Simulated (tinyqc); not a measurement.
Froehlich polaron in a polar crystal: one step, computed by the program tinyqc.

One electron in a parabolic band of mass m*, coupled to dispersionless LO phonons in the continuum model. Energies are in units of hbar omega unless marked, wave numbers in k_0 = sqrt(2 m* omega/hbar).

Task: Second-order perturbation theory. At T = 0 and k < k_0: E(k) = (k/k_0)^2 - alpha arcsin(k/k_0)/(k/k_0); so E(0) = -alpha, 1/m_p = (1 - alpha/6)/m*, and the mean number of phonons in the cloud at k = 0 is alpha/2. The Lee-Low-Pines variational state gives the same E(0) and m_p = m* (1 + alpha/6).

Inputs (values chosen for the exercise, modelled on gallium arsenide): LO phonon energy hbar omega = 37 meV; electron wave number k/k_0 = 0.17.

coupling constant alpha = 0.07972254

Give: energy shift at k = 0; E(k); m*/m_p, second order; m_p/m*, Lee-Low-Pines; phonons in the cloud.

Result:

energy shift at k = 0 = -2.9497 meV

E(k) = -0.051212 hbar omega

m*/m_p, second order = 0.98671

m_p/m*, Lee-Low-Pines = 1.0133

phonons in the cloud = 0.039861
